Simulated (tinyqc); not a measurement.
# Conductivities from two wire lengths

Inverse problem. A wire with uniform heating p0 per length and ends at the substrate temperature has theta(L/2) = (p0/g)[1 - 1/cosh(L/(2 LH))], LH = sqrt(kap A/g). Find LH, g and kap.

Values chosen for this exercise: cross-section A = 230 nm^2; heating per length p0 = 0.1 uW/nm.

theta at the middle for L = 100 and 200 nm (K): [30.149547, 64.765460]

Solution. With c = cosh(L1/(2 LH)) the longer wire has 2 c^2 - 1. The ratio of the two rises falls steadily from 4 to 1 as c grows, so it fixes c; g and kap follow.

LH = 52.14 nm
g = 1.100 W/(m K)
kap = 13.00 W/(m K)

tinyqc, about 0.01 s, one thread, Intel Xeon 2.30GHz (shared host): `OMP_NUM_THREADS=1 python tinyqc.py 2520052 2520053 out.jsonl`
